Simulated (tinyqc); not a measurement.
Ways to converge the cycle: SCF convergence aids in the sto-3g basis, for BeH2, spin multiplicity 1. Computed by the program tinyqc with PySCF. Command: `OMP_NUM_THREADS=1 python tinyqc.py 114579 114580 out.jsonl`; one thread of a shared host (Intel(R) Xeon(R) Processor @ 2.60GHz), about 0.6 s.

Geometry (angstrom):
```
atom       x        y       z
Be    0.0000   0.0000  0.0000
H     0.0000   1.4630  0.0000
H     0.0000  -1.4520  0.0000
```

lowest restricted solution found by these runs and by PySCF = -15.541945 hartree

RHF with one setting changed at a time; a run stops when the energy changes by less than 1e-09 hartree and the error matrix is below 1e-5. The start is the Wolfsberg-Helmholz matrix. Damping d keeps d of the old density; a shift (hartree) raises the virtual levels; DIIS n extrapolates F over n matrices.

Largest element of the error matrix X^T (FDS - SDF) X:
```
iteration    plain  damping 0.3  damping 0.6  shift 0.4   DIIS 3   DIIS 8
1          1.4e-01      1.4e-01      1.4e-01    1.4e-01  1.4e-01  1.4e-01
2          1.7e-02      5.3e-02      8.8e-02    4.8e-02  1.7e-02  1.7e-02
3          3.4e-03      2.1e-02      5.8e-02    1.7e-02  2.1e-03  2.1e-03
4          8.2e-04      8.7e-03      3.8e-02    6.3e-03  7.7e-05  7.7e-05
5          2.1e-04      3.7e-03      2.5e-02    2.4e-03  1.9e-06  4.9e-07
6          5.4e-05      1.6e-03      1.6e-02    9.8e-04  5.8e-08  5.0e-08
8          3.7e-06      3.3e-04      7.2e-03    1.8e-04        -        -
10               -      7.0e-05      3.2e-03    4.5e-05        -        -
14               -      3.5e-06      6.7e-04          -        -        -
20               -            -      7.0e-05          -        -        -
30               -            -      1.8e-06          -        -        -
```

How each run ends:
```
run          iterations  E (hartree)         state
plain                 8   -15.541945  lowest found
damping 0.3          17   -15.541945  lowest found
damping 0.6          34   -15.541945  lowest found
shift 0.4            13   -15.541945  lowest found
DIIS 3                6   -15.541945  lowest found
DIIS 8                6   -15.541945  lowest found
```

6 of 6 runs reach the lowest restricted solution found, in 6 to 34 iterations (fastest: DIIS 3, DIIS 8). Plain steps already contract here, so damping only slows them. DIIS 3 and DIIS 8 gain by cancelling the error over several earlier matrices, much as a quasi-Newton step does.
